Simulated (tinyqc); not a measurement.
Undoped symmetric double-gate MOSFET, analytic potential model: one step of the calculation.

An undoped body of thickness ts between two equal insulators and tied gates; long channel, electrons only, n = ni exp((psi - V)/Vt) with V the quasi-Fermi potential (0 at the source, Vd at the drain), constant mobility, no quantisation. Across the body psi(x) = V - 2 Vt ln[(ts/(2 beta)) sqrt(q ni/(2 eps0 eps_r Vt)) cos(2 beta x/ts)], x from the centre. Q is the electron charge per area of the whole body.

Problem. Potential and electron density across the body at the source. psi(x) as above with V = 0 and beta = beta_s; n = ni exp(psi/Vt).

Values chosen for this exercise; material values close to those of silicon: temperature T = 300 K; relative permittivity of the semiconductor eps_r = 11.6; body thickness ts = 5 nm.

Constants: q = 1.602176634e-19 C, kB = 1.380649e-23 J/K, Vt = kB T/q, eps0 = 8.8541878128e-14 F/cm where lengths are in cm. Results are converted to the units shown.

```
point,x/ts
0,0
1,0.1
2,0.2
3,0.3
4,0.4
5,0.45
6,0.5
```

beta_s = 0.30133678
ni = 7.2653425e9 cm^-3

Give: psi; n.

Solution.

```
point,psi (V),n (cm^-3)
0,0.46558,4.8155e17
1,0.46567,4.8331e17
2,0.46596,4.8862e17
3,0.46643,4.9764e17
4,0.46710,5.1066e17
5,0.46750,5.1878e17
6,0.46796,5.2807e17
```

The density at the surface is 1.10 times that at the centre (1/cos^2 beta).

Program tinyqc, `OMP_NUM_THREADS=1 python tinyqc.py 2440119 2440120 out.jsonl`; Intel Xeon 2.30GHz, shared host, one thread, about 0.03 s.
